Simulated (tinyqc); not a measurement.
## Trap density from two Hall measurements

Question. p-type body, charge-sheet picture, full ionisation (an idealisation for deep acceptors), Boltzmann statistics for free electrons. e = Ec - EF at the surface. psi = Eg - Vt ln(Nv/Na) - e; N_dep = sqrt(2 eps0 eps_r Na (psi - Vt)/q); n_f = sqrt(N_dep^2 + 2 eps0 eps_r Vt Nc exp(-e/Vt)/q) - N_dep; Vg = Vfb + psi + q (N_dep + n_t + n_f)/Cox, Cox = eps0 eox/tox. Find e and n_t at both points and the mean trap density between them.

Inputs (values chosen for the exercise); band and dielectric values close to those of silicon:
- T = 250 K (temperature)
- Eg = 1.14 eV (band gap)
- eps_r = 11.7 (relative permittivity)
- Nc = 2.12e19 cm^-3 (conduction-band density of states at T)
- Nv = 2.04e19 cm^-3 (valence-band density of states at T)
- eox = 3.9 (relative permittivity of the insulator)
- tox = 80 nm (insulator thickness)
- Na = 3.1e16 cm^-3 (acceptor density)
- Vfb = -0.91 V (flat-band voltage without trapped charge)

Constants: q = 1.602176634e-19 C, kB = 1.380649e-23 J/K, Vt = kB T/q, eps0 = 8.8541878128e-14 F/cm where lengths are in cm. Results are converted to the units shown.

Vg (V): 3.5615913  9.1820367
free sheet density from the Hall effect (cm^-2): 9.5641345e9  4.2395732e11

Solution. Each n_f fixes e; what the gate voltage holds beyond psi, N_dep and n_f is trapped; the difference quotient is the density, smeared over a few Vt.

e (eV): 0.135  0.0460
n_t (cm^-2): 3.80e11  1.43e12
mean trap density = 1.18e13 cm^-2 eV^-1

Numbers from tinyqc (`OMP_NUM_THREADS=1 python tinyqc.py 2222011 2222012 out.jsonl`; about 0.02 s on one thread of a shared Intel Xeon 2.30GHz).
